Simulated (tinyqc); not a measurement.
# One-sided p+-n junction, ionisation integral and breakdown: what changes with what

A p+ layer at x < 0 and an n drift layer from x = 0. Depletion approximation, built-in voltage neglected. Local ionisation coefficients alpha_n = an exp(-(bn/E)^mx), alpha_p = ap exp(-(bp/E)^mx). Electrons move towards +x, holes towards x = 0.

Values chosen for this exercise; material values close to those of 4H silicon carbide: relative permittivity eps_r = 9.77; prefactor of the electron ionisation coefficient an = 1.76e8 1/cm; field constant for electrons bn = 3.36e7 V/cm; prefactor of the hole ionisation coefficient ap = 3.63e8 1/cm; field constant for holes bp = 2.36e7 V/cm; exponent mx = 1; electron mobility of the drift layer mu = 914 cm^2/(V s); donor density of the drift layer N = 2.9e15 cm^-3.

Constants: q = 1.602176634e-19 C, eps0 = 8.8541878128e-14 F/cm where lengths are in cm. Results are converted to the units shown.

Each table varies one quantity; the others keep the values above.

## Multiplication against voltage

W = sqrt(2 eps0 eps_r V/(q N)), peak field E0 = q N W/(eps0 eps_r), falling linearly to 0 at W. G(x) = integral from 0 to x of (alpha_n - alpha_p); I_n = integral of alpha_n exp(-G) (electrons injected at x = 0), I_p = integral of alpha_p exp(G(end) - G) (holes injected at the far edge); M = 1/(1 - I). Integrals on a fine grid; BV is where I_n = 1. Here BV = 5134.42 V; the Miller exponent is n = ln(1 - 1/M)/ln(V/BV).

Multiplication against voltage:
```
V (V)	E0 (kV/cm)	I_n	I_p	M_n	M_p	Miller n, electrons	Miller n, holes
2050	1.48e3	2.91e-6	0.00696	1.00	1.01	13.9	5.41
2570	1.66e3	4.14e-5	0.0462	1.00	1.05	14.6	4.44
3080	1.82e3	3.02e-4	0.175	1.00	1.21	15.9	3.41
3590	1.96e3	0.00162	0.439	1.00	1.78	18.0	2.30
4110	2.10e3	0.00863	0.763	1.01	4.22	21.4	1.21
4420	2.18e3	0.0264	0.901	1.03	10.1	24.3	0.695
4720	2.25e3	0.0959	0.971	1.11	34.8	27.9	0.347
4930	2.30e3	0.285	0.992	1.40	125	30.9	0.197
5060	2.33e3	0.617	0.998	2.61	501	33.0	0.137
```

M_n rises from 1.000 to 2.61 and M_p from 1.007 to 501; both diverge at BV. The Miller exponent for electrons rises from 13.9 to 33.0 and that for holes falls from 5.41 to 0.137, so one exponent describes neither over the whole range. The larger multiplication belongs to holes, whose coefficient at the peak field of the last row is 150 times the other.

## Effect of the drift doping

Same model as above.

Specific on-resistance Ron = W/(q mu N) with constant mobility and full ionisation.

Results:
```
N (cm^-3)	BV (V)	E0 at BV (kV/cm)	W at BV (um)	Ron (mohm cm^2)	BV^2/Ron (MW/cm^2)	eps0 eps_r mu E0^3/4 (MW/cm^2)
2.4e14	4.31e4	1.96e3	440	1.25e3	1.48e3	1.48e3
4.6e14	2.46e4	2.05e3	240	357	1.70e3	1.70e3
8.9e14	1.40e4	2.15e3	130	99.9	1.96e3	1.96e3
3.3e15	4.61e3	2.37e3	38.8	8.03	2.64e3	2.64e3
6.3e15	2.68e3	2.50e3	21.4	2.32	3.09e3	3.09e3
1.2e16	1.57e3	2.64e3	11.9	0.676	3.64e3	3.64e3
2.3e16	919	2.80e3	6.57	0.195	4.33e3	4.33e3
```

Estimate the missing row, N = 1.7e15 cm^-3.

Computed row:
```
N (cm^-3)	BV (V)	E0 at BV (kV/cm)	W at BV (um)	Ron (mohm cm^2)	BV^2/Ron (MW/cm^2)	eps0 eps_r mu E0^3/4 (MW/cm^2)
1.7e15	8.06e3	2.25e3	71.6	28.7	2.26e3	2.26e3
```

With this row back in the table: BV falls from 43100 to 919 V while the critical field rises from 1960 to 2800 kV/cm. BV goes as N^(-0.86) between the first two rows and N^(-0.82) between the last two (a coefficient proportional to E^7 gives -0.75 without punch-through). Ron goes as BV^(2.28) over the table; the last two columns agree since BV = E0 W/2 and N = eps0 eps_r E0/(q W).

Program tinyqc, `OMP_NUM_THREADS=1 python tinyqc.py 2120051 2120052 out.jsonl`; Intel Xeon 2.30GHz, shared host, one thread, about 0.07 s.
